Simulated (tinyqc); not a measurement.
Bethe-Salpeter matrix of a two-band chain (Tamm-Dancoff form), step by step. Values are carried at full precision from step to step, so a last printed digit may differ when a step is redone from the rounded ones.

One valence and one conduction band, lattice period 1, mesh k = 2 pi j/N. Pair energies D(k) = Eg + 2 t sum(1 - cos k), t = tc + tv. Screened attraction W(R) = U at R = 0 and V/|R| otherwise, R over the N cells with the nearest image; W(q) = sum_R W(R) cos(q R). H(k, k') = D(k) delta - W(k - k')/Nk + 2 J/Nk for singlets (J = 0 for triplets), Nk the number of k points. With a constant transition dipole the strength of a state is f = (sum_k A_k)^2/Nk, and the f sum to 1.

Inputs chosen for the exercise:
```
symbol  value  unit  meaning
Eg      5.6    eV    quasiparticle gap
tc      0.98   eV    conduction hopping
tv      0.68   eV    valence hopping
U       0.7    eV    attraction in the same cell
V       0      eV    attraction at one cell distance
J       0.26   eV    exchange in the same cell
N       9            k points along each axis
```

## Pair energies and the kernel

List D(k), W(R) and W(q) on the mesh.

Mesh values (eV):
```
index j   D(k_j)  W(R = j)  W(q_j)
j0        5.6000    0.7000  0.7000
j1        6.3767    0.0000  0.7000
j2        8.3435    0.0000  0.7000
j3       10.5800    0.0000  0.7000
j4       12.0398    0.0000  0.7000
j5       12.0398    0.0000  0.7000
j6       10.5800    0.0000  0.7000
j7        8.3435    0.0000  0.7000
j8        6.3767    0.0000  0.7000
```

## The singlet matrix

Fill in H.

H (eV):
```
         j0       j1       j2       j3       j4       j5       j6       j7       j8
j0   5.5800  -0.0200  -0.0200  -0.0200  -0.0200  -0.0200  -0.0200  -0.0200  -0.0200
j1  -0.0200   6.3567  -0.0200  -0.0200  -0.0200  -0.0200  -0.0200  -0.0200  -0.0200
j2  -0.0200  -0.0200   8.3235  -0.0200  -0.0200  -0.0200  -0.0200  -0.0200  -0.0200
j3  -0.0200  -0.0200  -0.0200  10.5600  -0.0200  -0.0200  -0.0200  -0.0200  -0.0200
j4  -0.0200  -0.0200  -0.0200  -0.0200  12.0198  -0.0200  -0.0200  -0.0200  -0.0200
j5  -0.0200  -0.0200  -0.0200  -0.0200  -0.0200  12.0198  -0.0200  -0.0200  -0.0200
j6  -0.0200  -0.0200  -0.0200  -0.0200  -0.0200  -0.0200  10.5600  -0.0200  -0.0200
j7  -0.0200  -0.0200  -0.0200  -0.0200  -0.0200  -0.0200  -0.0200   8.3235  -0.0200
j8  -0.0200  -0.0200  -0.0200  -0.0200  -0.0200  -0.0200  -0.0200  -0.0200   6.3567
```

## Exciton levels and strengths

Diagonalise. For the lowest state give the amplitudes A_k (norm 1, largest positive) and f = (sum_k A_k)^2/Nk, Nk the size of the matrix.

levels (eV): [5.5783, 6.3364, 6.3767, 8.3035, 8.3435, 10.5402, 10.5800, 12.0017, 12.0398]

amplitudes of the lowest state: j0 0.999, j1 0.027, j2 0.008, j3 0.004, j4 0.003, j5 0.003, j6 0.004, j7 0.008, j8 0.027

f of the lowest state = 0.131

The lowest state lies 0.0217 eV below the gap Eg = 5.6 eV and holds 13 % of the strength, against 11 % for one free pair. On a fine mesh the triplet and singlet bindings are 0.0730 and 0.0050 eV.

## Spectrum with and without the kernel

Distinct levels with their degeneracy and summed f, for singlets, beside the sorted triplet levels and free pairs.

Singlets:
```
E (eV)   degeneracy       f
5.5783            1  0.1307
6.3364            1  0.2259
6.3767            1  0.0000
8.3035            1  0.2221
8.3435            1  0.0000
10.5402           1  0.2197
10.5800           1  0.0000
12.0017           1  0.2016
12.0398           1  0.0000
```

triplet levels (eV): [5.4913, 6.2196, 6.3767, 8.1895, 8.3435, 10.4293, 10.5800, 11.9103, 12.0398]

free pairs (eV): [5.6000, 6.3767, 6.3767, 8.3435, 8.3435, 10.5800, 10.5800, 12.0398, 12.0398]

4 of the 9 singlets are dark; those whose amplitude vanishes at R = 0 also feel neither U nor J. The lowest singlet lies 0.0870 eV above the lowest triplet; first order gives 2 J f = 0.1091 eV with the f of the triplet envelope. The centre of the spectrum, sum f E = 8.7400 eV, equals mean D - U + 2J = 8.7400 eV.

## Checks

- Levels from the matrix in the electron-hole distance R against those in k: they agree to 1e-10 or better.
- Triplet binding on 200 points against the formula sqrt(4 t^2 + U^2) - 2t, eV: both 0.0730.

Run: tinyqc, `OMP_NUM_THREADS=1 python tinyqc.py 1252073 1252074 out.jsonl`; Intel(R) Xeon(R) Processor @ 2.30GHz, one thread, shared host; about 0.1 s of CPU time with all checks.
